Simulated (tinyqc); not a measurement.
# Changing the base width W

Model: minority-electron transport through the base of a bipolar transistor (Moll-Ross and Kroemer integrals). Computed by tinyqc, a small Python program. Command: `OMP_NUM_THREADS=1 python tinyqc.py 3011171 3011172 out.jsonl base sweep`. One thread of a shared host (Intel(R) Xeon(R) Processor @ 2.30GHz), about 0.01 s of CPU time with the checks.

Low injection, one dimension, x from the emitter edge (0) to the collector edge (W), s = x/W. Recombination is treated as a small correction (valid for tau_B well below tau_n), computed from the stored charge.

Inputs (values chosen for the exercise, modelled on SiGe): intrinsic density n_i at the emitter edge = 8.4e+10 1/cm^3; base doping at the emitter edge N_0 = 2e+19 1/cm^3; mu_min = 130 cm^2/(V s); mu_max = 1110 cm^2/(V s); N_ref = 2.2e+17 1/cm^3; saturation velocity v_s = 0.83 1e7 cm/s; electron lifetime tau_n = 14 ns; emitter Gummel number G_E = 1.4e+14 s/cm^4; base-emitter voltage V_BE = 0.7 V; temperature T = 300 K.

Base doping profile: uniform. Gap grading: none. Exit of the base: saturation velocity.

Constants: k_B = 8.617333262e-05 eV/K; e = 1.602176634e-19 C.

Method:
- N(x) = N_0; n_i(x) = n_i; D(x) = (k_B T/e) mu, mu = mu_min + (mu_max - mu_min)/(1 + (N/N_ref)^0.7).
- With y(x) = N n_i^2/(D n_i(x)^2): base Gummel number G_B = int_0^W y dx + N(W) n_i^2/(v_s n_i(W)^2); J_C = e n_i^2 exp(e V_BE/k_B T)/G_B; n(x) = (J_C/e)(n_i(x)^2/(N n_i^2)) [int_x^W y dx + the same exit term]; transit time tau_B = (e/J_C) int n dx; trapezoid rule on 401 even points.
- Emitter-limited gain beta_E = G_E/G_B; recombination-limited gain beta_R = tau_n/tau_B; 1/beta = 1/beta_E + 1/beta_R; f_T from the base alone = 1/(2 pi tau_B).

One run for each value; columns: (1) base width W (nm); (2) base transit time tau_B (ps); (3) current gain beta; (4) f_T from the base alone (GHz); (5) mean velocity W/tau_B (1e7 cm/s); (6) share of the exit term in G_B (%):
```
(1)         (2)    (3)        (4)     (5)    (6)
10    2.342e-01  20.11  6.794e+02  0.4269  34.62
18    5.855e-01  13.20  2.718e+02  0.3074  22.73
32    1.551e+00   8.24  1.026e+02  0.2064  14.20
56    4.242e+00   5.01  3.751e+01  0.1320   8.64
100   1.258e+01   2.91  1.265e+01  0.0795   5.03
180   3.903e+01   1.65  4.078e+00  0.0461   2.86
320   1.204e+02   0.94  1.322e+00  0.0266   1.63
560   3.635e+02   0.54  4.378e-01  0.0154   0.94
1000  1.150e+03   0.30  1.384e-01  0.0087   0.53
```

Over the rows, base transit time tau_B (ps) rises from 0.234 to 1150 (exponent d ln y / d ln x 1.6 between the first rows and 2.0 between the last); current gain beta falls from 20.1 to 0.299 (exponent d ln y / d ln x -0.72 between the first rows and -1.0 between the last); f_T from the base alone (GHz) falls from 679 to 0.138 (exponent d ln y / d ln x -1.6 between the first rows and -2.0 between the last). At the high end the exponent of base transit time tau_B is 1.99, close to 2: diffusion, or drift in a field proportional to 1/W. At the high end the exponent of current gain beta is -1.01, close to -1: emitter-limited gain, or recombination with a transit time limited by the exit velocity.

Caution (rows 10.0, 18.0): the base is only a few mean free paths wide, so transport is partly ballistic. Caution (rows 320, 560, 1000): a current gain below 1 is far from a working transistor: the base is too heavily doped or too wide for this emitter and lifetime.
